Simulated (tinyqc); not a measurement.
A clean chain and dephasing by Buettiker voltage probes: one step of the calculation.

Sites 1 to 6 form a chain with hopping -t. Lead L joins site 1 and lead R site 6, both semi-infinite chains with hopping -t and site energy 0. Every site carries a probe with self-energy -i Gamma_p/2 that draws no net current. Linear response at zero temperature: mu_L = 1, mu_R = 0 in units of the bias.

Problem. Green function. Sigma = t^2 g(E), g(x) = (x - i sqrt(4 t^2 - x^2))/(2 t^2) for |x| < 2 t and (x - sign(x) sqrt(x^2 - 4 t^2))/(2 t^2) otherwise; Gamma = -2 Im Sigma; G = (E - H - Sigma_L - Sigma_R + i Gamma_p/2)^(-1).

Parameters, values chosen for the exercise:

| symbol | value | unit | meaning |
|---|---|---|---|
| t | 1 | eV | hopping (matrix element -t) |
| U | [0, 0, 0, 0, 0, 0] | eV | site energies 1 to N |
| E | -1.58 | eV | Fermi energy |
| gp | 0.3 | eV | probe broadening Gamma_p |

Wanted: Sigma; Gamma; G.

Solution.

Sigma = -0.79000-0.61311i eV
Gamma = 1.2262 eV

G (1/eV):

|  | 1 | 2 | 3 | 4 | 5 | 6 |
|---|---|---|---|---|---|---|
| 1 | -0.04340-0.74251i | 0.39910-0.55347i | 0.59095-0.19183i | 0.50584+0.16174i | 0.23253+0.37149i | -0.08272+0.39035i |
| 2 | 0.39910-0.55347i | -0.10707-0.74179i | 0.32047-0.60250i | 0.52303-0.25824i | 0.46719+0.11604i | 0.23253+0.37149i |
| 3 | 0.59095-0.19183i | 0.32047-0.60250i | -0.17499-0.80820i | 0.28182-0.64820i | 0.52303-0.25824i | 0.50584+0.16174i |
| 4 | 0.50584+0.16174i | 0.52303-0.25824i | 0.28182-0.64820i | -0.17499-0.80820i | 0.32047-0.60250i | 0.59095-0.19183i |
| 5 | 0.23253+0.37149i | 0.46719+0.11604i | 0.52303-0.25824i | 0.32047-0.60250i | -0.10707-0.74179i | 0.39910-0.55347i |
| 6 | -0.08272+0.39035i | 0.23253+0.37149i | 0.50584+0.16174i | 0.59095-0.19183i | 0.39910-0.55347i | -0.04340-0.74251i |

tinyqc, about 0.01 s, one thread, Intel Xeon 2.30GHz (shared host): `OMP_NUM_THREADS=1 python tinyqc.py 2700018 2700019 out.jsonl`
